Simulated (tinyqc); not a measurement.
Worked calculation: hydrogenic donor in a hard-walled well (variational). Values are carried at full precision from step to step, so a last printed digit may differ when a step is redone from the rounded ones.

Constants: Ry = 13.60569312 eV; a0 (Bohr radius) = 0.5291772105 angstrom; hbar^2/2m0 = 3.80998211 eV angstrom^2; e^2/(4 pi eps0) = 14.39964547 eV angstrom.

Inputs chosen for the exercise (near those of InP; the results hold for these values, not for the real material):
- m = 0.082 m0 (mass)
- eps = 12 (dielectric constant)
- L = 212 angstrom (well width)
- zi = 96 angstrom (position of the donor from the centre)
- lam = 134 angstrom (trial length)
- lams = (74, 94, 114, 134, 160, 194, 241) angstrom (trial lengths)

## Bulk donor

Ry* = Ry m/eps^2, a* = a0 eps/m, and the subband energy c (pi/L)^2/m with c = hbar^2/2m0.

Ry* = 7.748 meV
a* = 77.44 angstrom
subband energy = 10.20 meV

## One trial length

Trial function cos(pi z/L) exp(-r/lam), r measured from the donor at zi, walls at +/- L/2, one eps everywhere. Counted from the lowest subband, E(lam) = c/(m lam^2) - (q/eps) I0/I1, with I0 the integral of cos^2(pi z/L) exp(-2|z - zi|/lam) over the well and I1 the same with the factor (|z - zi| + lam/2); c = hbar^2/2m0, q = e^2/(4 pi eps0). The binding energy is -E at the minimum.

Evaluate I0, I1 and both terms.

I0 = 29.708 angstrom
I1 = 4212.1 angstrom^2
kinetic term = 2.588 meV
Coulomb term = -8.463 meV
E = -5.876 meV

## Scan and minimum

E for each trial length, then the minimum.

Scan:
```
lam (angstrom)  kinetic (meV)  Coulomb (meV)  E (meV)
74                      8.485        -12.373   -3.889
94                      5.258        -10.558   -5.299
114                     3.575         -9.350   -5.774
134                     2.588         -8.463   -5.876
160                     1.815         -7.592   -5.777
194                     1.235         -6.737   -5.503
241                     0.800         -5.869   -5.069
```

best lam = 133.7 angstrom
binding energy = 5.88 meV
in Ry* = 0.758

At L = 2.74 a* this donor is bound less strongly than in the bulk.

## Checks

- Binding at the centre of a very wide well (200 a*) against Ry*, meV: both 7.75.
- Binding in a very thin well (a*/2000) against 4 Ry*, meV: both 31.0.

tinyqc: `OMP_NUM_THREADS=1 python tinyqc.py 1281716 1281717 out.jsonl`; about 0.06 s, one thread, shared Intel(R) Xeon(R) Processor @ 2.30GHz.
